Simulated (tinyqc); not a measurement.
# Shape of the distribution and failure rate

For F(t) = 1 - exp(-(t/t63)^beta): mean t63 Gamma(1 + 1/beta), median t63 (ln 2)^(1/beta), deviation t63 sqrt(Gamma(1 + 2/beta) - Gamma(1 + 1/beta)^2), failure rate (beta/t63)(t/t63)^(beta - 1).

Values chosen for this exercise: characteristic time of a test capacitor t63 = 98 s.

Result of one run:
```
beta	mean (s)	median (s)	deviation/mean	rate at 0.01 t63 (1/s)	rate at t63 (1/s)
1.3	90.511	73.924	0.77572	0.0033321	0.013265
```

What becomes of these results when the Weibull slope beta is changed from 1.3 to 0.5, all else the same?

Result of the changed run:
```
beta	mean (s)	median (s)	deviation/mean	rate at 0.01 t63 (1/s)	rate at t63 (1/s)
0.5	196.00	47.084	2.2361	0.051020	0.0051020
```

The whole series:
```
beta	mean (s)	median (s)	deviation/mean	rate at 0.01 t63 (1/s)	rate at t63 (1/s)
0.5	196.00	47.084	2.2361	0.051020	0.0051020
0.7	124.05	58.054	1.4624	0.028436	0.0071429
1	98.000	67.928	1.0000	0.010204	0.010204
1.3	90.511	73.924	0.77572	0.0033321	0.013265
1.7	87.440	78.994	0.60548	6.9059e-4	0.017347
2.2	86.791	82.961	0.47983	8.9371e-5	0.022449
3	87.512	86.730	0.36345	3.0612e-6	0.030612
4	88.827	89.420	0.28054	4.0816e-8	0.040816
```

The relative spread falls from 2.24 to 0.281. For beta < 1 the rate falls with time (early failures), at 1 it is constant, 0.0102 1/s, and above 1 it grows (wear-out): the early rate goes from 10.0 times the rate at t63 to 1.00e-6 times.

Computed by the program tinyqc: `OMP_NUM_THREADS=1 python tinyqc.py 2070021 2070022 out.jsonl`, one thread of a shared Intel Xeon 2.30GHz, about 0.01 s for the whole run.
